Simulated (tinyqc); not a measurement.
Hubbard ring of 4 sites, step by step. Computed by tinyqc, a small Python program that keeps every step. Settings: hopping = 1.41, U = 5.0, mixing = 1, iteration cap = 81. Command: `OMP_NUM_THREADS=1 python tinyqc.py 21226 21227 out.jsonl` (the two numbers bound the seeds that draw the settings). One thread of a shared host (Intel(R) Xeon(R) Processor @ 2.60GHz), about 0.3 s of CPU time with the checks. Later iterations appear only in the table of the cycle.

## Mean-field iteration 1

one-body matrix (hopping and site energies) (eV), lower triangle:
```
         1        2        3       4
1   0.0000
2  -1.4100   0.0000
3   0.0000  -1.4100   0.0000
4  -1.4100   0.0000  -1.4100  0.0000
```

U = 5.0000 eV

electrons, up and down: 2  2

mixing = 1

n(up) at the start (a guess, not normalised): 1 0.8000, 2 0.2000, 3 0.8000, 4 0.2000

n(down) at the start (a guess): 1 0.2000, 2 0.8000, 3 0.2000, 4 0.8000

H(up) = T + U n(down), H(down) = T + U n(up); fill the lowest levels; n(new) = n + mixing (n(out) - n); E = tr T (rho up + rho down) + U sum n_up n_down of the output.

levels, up (eV): -0.6941  1.0000  4.0000  5.6941

levels, down (eV): -0.6941  1.0000  4.0000  5.6941

energy = -2.6791 eV

n(up) after iteration 1: 1 0.8674, 2 0.1326, 3 0.8674, 4 0.1326

n(down) after iteration 1: 1 0.1326, 2 0.8674, 3 0.1326, 4 0.8674

## Mean-field iteration 2

As before.

levels, up (eV): -0.8656  0.6630  4.3370  5.8656

levels, down (eV): -0.8656  0.6630  4.3370  5.8656

energy = -2.7127 eV

n(up) after iteration 2: 1 0.8865, 2 0.1135, 3 0.8865, 4 0.1135

n(down) after iteration 2: 1 0.1135, 2 0.8865, 3 0.1135, 4 0.8865

## Mean-field iteration 3

As before.

levels, up (eV): -0.9185  0.5677  4.4323  5.9185

levels, down (eV): -0.9185  0.5677  4.4323  5.9185

energy = -2.7151 eV

n(up) after iteration 3: 1 0.8913, 2 0.1087, 3 0.8913, 4 0.1087

n(down) after iteration 3: 1 0.1087, 2 0.8913, 3 0.1087, 4 0.8913

## Convergence

Each step fills the lowest levels of T + U n(other spin) and sets n(new) = n + mixing (n(out) - n); stop when output and input agree to 1e-8.

Course of the cycle:
```
iteration     E (eV)  largest |n(out) - n(in)|  mean |n_up - n_down|
1          -2.679103                  6.74e-02                0.7348
2          -2.712721                  1.91e-02                0.7729
3          -2.715056                  4.85e-03                0.7826
4          -2.715202                  1.20e-03                0.7850
5          -2.715210                  2.95e-04                0.7856
6          -2.715211                  7.22e-05                0.7858
7          -2.715211                  1.77e-05                0.7858
8          -2.715211                  4.33e-06                0.7858
9          -2.715211                  1.06e-06                0.7858
10         -2.715211                  2.60e-07                0.7858
11         -2.715211                  6.36e-08                0.7858
12         -2.715211                  1.56e-08                0.7858
13         -2.715211                  3.81e-09                0.7858
```

local moments n_up - n_down: 1 0.7858, 2 -0.7858, 3 0.7858, 4 -0.7858

Converged in 13 iterations. Before convergence this energy mixes input and output and is not variational, so it may rise towards its limit.

## Exact diagonalisation (36 states)

Lowest levels of the sector, and the double occupancy of the lowest state.

lowest levels (eV): -3.1583  -2.7756  -1.7043  -1.2686  -1.2686  0.0000

double occupancy per site = 0.0794

The mean-field solution above lies 0.4431 eV above the exact energy.

## The lowest level by Lanczos steps

From a random start vector (not printed): a_j = <q_j|H|q_j>, b_j = norm of the remainder after orthogonalising; the Ritz value is the lowest eigenvalue of the tridiagonal matrix of a and b so far.

Lanczos:
```
j   a_j (eV)  b_j (eV)  lowest Ritz value (eV)
1     2.6039    3.0875                2.603947
2     4.1596    5.5132                0.197776
3     5.5703    4.0611               -1.962736
4     5.5396    3.3746               -2.608163
5     5.0878    5.3663               -2.756096
6     4.8460    3.1739               -2.927516
7     5.7951    2.9060               -2.993819
8     2.7937    5.5129               -3.012301
9     5.7913    3.5627               -3.064056
10    6.4674    3.8046               -3.115607
```
